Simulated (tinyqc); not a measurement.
Deal-Grove kinetics of thermal oxidation of silicon. From one set of inputs to another, one input at a time. Computed by tinyqc, a small Python program. Command: `OMP_NUM_THREADS=1 python tinyqc.py 3013161 3013162 out.jsonl oxide ladder`. One thread of a shared host (Intel(R) Xeon(R) Processor @ 2.30GHz), about 0.2 s of CPU time with the checks.

Oxidant diffuses through the oxide and reacts at the interface, so that dx/dt = B/(A + 2x) for the oxide thickness x.

The inputs printed are set A. Inputs not listed in the table keep their values of set A, so the rows need not describe a real material.

Inputs (values chosen for the exercise, close to those used for silicon):
```
quantity                       value    unit
prefactor B0                     678  um^2/h
activation energy E_B           1.24      eV
prefactor (B/A)0            6.15e+06    um/h
activation energy E_A           2.02      eV
temperature T                   1025       C
oxidant pressure p                 1     atm
pressure exponent m of B/A       0.8       -
initial oxide x_i              0.005      um
time t                            10       h
temperature of step 2, T2       1050       C
time of step 2, t2               1.2       h
```

Ambient: dry oxygen. Surface: (111). Extension: second step.

Constants: k_B = 8.617333262e-05 eV/K.

Method:
- B = B0 p exp(-E_B/(k_B T)), B/A = (B/A)0 p^m exp(-E_A/(k_B T)), p in atm; A = B/(B/A).
- Temperatures in kelvin are T(C) + 273.15.
- tau = (x_i^2 + A x_i)/B and x = (A/2) [sqrt(1 + 4 B (t + tau)/A^2) - 1], the root of x^2 + A x = B (t + tau).
- Silicon consumed is 0.44 times the oxide grown; the rate is B/(A + 2x).
- Step 2 starts from the thickness x of step 1, with B and A at T2: tau2 = (x^2 + A2 x)/B2 and x2 = (A2/2) [sqrt(1 + 4 B2 (t2 + tau2)/A2^2) - 1].

Each row keeps all changes above it:
```
input moved                                                      from          to  final growth rate (um/h)  tau (h)  thickness after both steps x2 (um)
set A                                                               -           -                    0.0158   0.0589                              0.2931
time t (h)                                                         10           2                    0.0330   0.0589                              0.1435
oxidant pressure p (atm)                                            1          10                    0.1115   0.0092                              0.5192
prefactor B0 (um^2/h) and activation energy E_B (eV)        678, 1.24   868, 1.23                    0.1309   0.0091                              0.5978
temperature T (C)                                                1025         950                    0.0849   0.0274                              0.4669
initial oxide x_i (um)                                          0.005       0.025                    0.0831   0.1440                              0.4728
prefactor (B/A)0 (um/h) and activation energy E_A (eV)  6150000, 2.02  6620000, 2                    0.0873   0.1126                              0.4978
```

Where does the difference come from?

Final growth rate goes from 0.0158 to 0.0873, a factor 5.52 in all. The largest single move comes from oxidant pressure p (a factor 3.38), and temperature T works against it (a factor 0.649). tau goes from 0.0589 to 0.113, a factor 1.91 in all. The largest single move comes from oxidant pressure p (a factor 0.156), but it runs against the net change; the largest move in the direction of the net change is initial oxide x_i (a factor 5.25). Thickness after both steps x2 goes from 0.293 to 0.498, a factor 1.70 in all. The largest single move comes from oxidant pressure p (a factor 3.62), and time t works against it (a factor 0.490). The single moves hold for this order of the switches; the total does not depend on the order.

Caution (rows set A, time t, oxidant pressure p, prefactor B0, temperature T): dry oxides grow faster than Deal-Grove predicts below about 0.03 um, so a start from a thinner film underestimates the thickness (a common remedy is x_i = 0.025 um).

Extremes, crossings and ranges named in words are read from the listed rows.
